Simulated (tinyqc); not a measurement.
Bandgap voltage reference from two bipolar transistors: effect of the temperature coefficient of both resistors.

Two transistors of area 1 and N carry the same current I. Is(T) = Is (T/T0)^eta exp[(Vg0 q/kB)(1/T0 - 1/T)], VBE1 = Vt ln(I/Is(T)) + I rb, VBE2 = Vt ln(I/(N Is(T))) + I rb/N. The amplifier forces I R1(T) = VBE1 - VBE2 + Vos, with R(T) = R (1 + tc (T - T0)) for both resistors, and the output is Vref = VBE1 + I R2(T). Base currents and the Early effect are neglected.

Vt = kB T/q; I = (Vt ln N + Vos)/(R1(T) - rb (1 - 1/N)). Box coefficient: span of Vref between 233 and 398 K over its average over T and over 165 K. The last column is the R2 that gives zero slope at T0.

Inputs (values chosen for the exercise); values of the order met in silicon bipolar transistors:

| symbol | value | unit | meaning |
|---|---|---|---|
| T0 | 300 | K | reference temperature |
| Vg0 | 1.146 | V | band-gap voltage extrapolated to 0 K |
| eta | 4 |  | temperature exponent of the saturation current |
| Is | 2.4e-18 | A | saturation current of the unit transistor at T0 |
| N | 15 |  | area ratio of the second transistor |
| R1 | 27 | kohm | resistor across which the difference of VBE falls, at T0 |
| Vos | -0.9 | mV | offset of the amplifier |
| rb | 0 | ohm | series resistance of the unit transistor |
| R2 | 192.4 | kohm | output resistor at T0 |

Constants: q = 1.602176634e-19 C, kB = 1.380649e-23 J/K. Results are converted to the units shown.

Result of one run:
```
tc (ppm/K)	I at T0 (uA)	Vref at T0 (V)	slope at T0 (uV/K)	box coefficient (ppm/K)	R2 for zero slope (kohm)
-2000	2.560	1.208	23.83	18.83	189.6
```

What becomes of these results when the temperature coefficient of both resistors tc is changed from -2000 to 0 ppm/K, all else the same?

Result of the changed run:
```
tc (ppm/K)	I at T0 (uA)	Vref at T0 (V)	slope at T0 (uV/K)	box coefficient (ppm/K)	R2 for zero slope (kohm)
0	2.560	1.208	-27.88	34.73	195.6
```

The whole series:
```
tc (ppm/K)	I at T0 (uA)	Vref at T0 (V)	slope at T0 (uV/K)	box coefficient (ppm/K)	R2 for zero slope (kohm)
-2000	2.560	1.208	23.83	18.83	189.6
-1000	2.560	1.208	-2.023	14.79	192.6
0	2.560	1.208	-27.88	34.73	195.6
1000	2.560	1.208	-53.73	55.48	198.6
2000	2.560	1.208	-79.58	76.81	201.6
3000	2.560	1.208	-105.4	98.53	204.6
```

As tc goes from -2000 to 3000, Vref stays at 1.208 V and the box coefficient goes from 18.8 through a minimum of 14.8 (at tc = -1000 among the rows listed) to 98.5 ppm/K.

tinyqc, about 0.03 s, one thread, Intel Xeon 2.30GHz (shared host): `OMP_NUM_THREADS=1 python tinyqc.py 2062138 2062139 out.jsonl`
